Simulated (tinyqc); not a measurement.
What each parameter does: hydrogenic donor in a hard-walled well (variational).

Trial function cos(pi z/L) exp(-r/lam), r measured from the donor at zi, walls at +/- L/2, one eps everywhere. Counted from the lowest subband, E(lam) = c/(m lam^2) - (q/eps) I0/I1, with I0 the integral of cos^2(pi z/L) exp(-2|z - zi|/lam) over the well and I1 the same with the factor (|z - zi| + lam/2); c = hbar^2/2m0, q = e^2/(4 pi eps0). The binding energy is -E at the minimum.

Constants: hbar^2/2m0 = 3.80998211 eV angstrom^2; e^2/(4 pi eps0) = 14.39964547 eV angstrom; Ry = 13.60569312 eV.

Values chosen for the exercise (near those of Si, with one mean mass; shifted at random, so the results belong to these values and not to a real crystal): m = 0.312 m0 (mass); eps = 11.5 (dielectric constant); L = 58 angstrom (well width); zi = 8 angstrom (position of the donor from the centre).

The minimum over lam; Ry* = Ry m/eps^2. Each row changes one parameter from the base and keeps the others.

Results:
```
case             binding (meV)  lam (angstrom)  binding/Ry*
base                     45.80            20.1        1.427
m = 0.265 m0             41.17            23.2        1.510
eps = 12.7               38.86            22.0        1.476
L = 75 angstrom          43.22            20.4        1.346
zi = 4 angstrom          48.25            19.8        1.503
```

The largest shifts from the base row, up to three for each result and ties (the steps differ in size, so this ranks the rows, not the parameters). binding (meV): eps -6.94, m -4.63, L -2.58. lam (angstrom): m +3.1, eps +1.9, L +0.3, zi -0.3. binding/Ry*: m +0.083, L -0.080, zi +0.076.

Program tinyqc; command `OMP_NUM_THREADS=1 python tinyqc.py 1252552 1252553 out.jsonl`; about 0.05 s on one thread of a shared Intel(R) Xeon(R) Processor @ 2.30GHz.
